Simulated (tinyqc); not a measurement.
Stretching all distances: RHF, UHF, MP2, CISD and CCSD against full CI in the sto-3g basis, for BeH+, spin multiplicity 1. Computed by the program tinyqc with PySCF. 

Geometry (angstrom):

| atom | x | y | z |
|---|---|---|---|
| Be | 0.0000 | 0.0000 | 0.0000 |
| H | 0.0000 | 0.0000 | 1.1520 |

All coordinates are multiplied by the scale. c0^2 is the weight of the RHF determinant in the lowest singlet FCI state (UHF is spin-contaminated and may lie near states of higher spin) and n(LUMO) the first natural occupation beyond the occupied space.

Full CI energy (hartree) and errors against it (kcal/mol):

| scale | distance 1-2 (angstrom) | E(FCI) | RHF | UHF | MP2 | CISD | CCSD | <S^2> UHF | c0^2 | n(LUMO) |
|---|---|---|---|---|---|---|---|---|---|---|
| 0.9700 | 1.1174 | -14.660023 | 10.3462 | 10.3462 | 3.1666 | 0.0073 | 0.0059 | 0.0000 | 0.9854 | 0.0181 |
| 1.1800 | 1.3594 | -14.685912 | 13.5812 | 13.5812 | 4.6175 | 0.0114 | 0.0093 | 0.0000 | 0.9764 | 0.0336 |
| 1.3800 | 1.5898 | -14.674161 | 18.5111 | 18.5111 | 6.9430 | 0.0178 | 0.0146 | 0.0000 | 0.9593 | 0.0635 |
| 1.5900 | 1.8317 | -14.649534 | 25.7892 | 21.2242 | 10.4854 | 0.0287 | 0.0233 | 0.4582 | 0.9284 | 0.1195 |
| 1.8000 | 2.0736 | -14.624257 | 34.9052 | 16.8396 | 14.9112 | 0.0439 | 0.0345 | 0.7226 | 0.8831 | 0.2041 |
| 2.0100 | 2.3155 | -14.603260 | 45.0738 | 11.5770 | 19.6599 | 0.0623 | 0.0461 | 0.8453 | 0.8241 | 0.3116 |
| 2.2200 | 2.5574 | -14.587869 | 55.4389 | 7.2703 | 24.1667 | 0.0823 | 0.0567 | 0.9133 | 0.7527 | 0.4323 |
| 2.4200 | 2.7878 | -14.578079 | 64.8726 | 4.3524 | 27.8324 | 0.1010 | 0.0652 | 0.9519 | 0.6771 | 0.5493 |
| 2.6300 | 3.0298 | -14.571795 | 73.8276 | 2.4037 | 30.6679 | 0.1186 | 0.0721 | 0.9754 | 0.5986 | 0.6633 |

UHF parts from RHF first at scale 1.59 of those listed, where <S^2> leaves zero. The weight c0^2 goes from 0.99 to 0.60 and n(LUMO) from 0.02 to 0.66: static correlation grows as the bonds break into open-shell fragments. The spread of the error along the curve, which distorts its shape, is CCSD 0.1, CISD 0.1, UHF 18.8, MP2 27.5, RHF 63.5 kcal/mol.
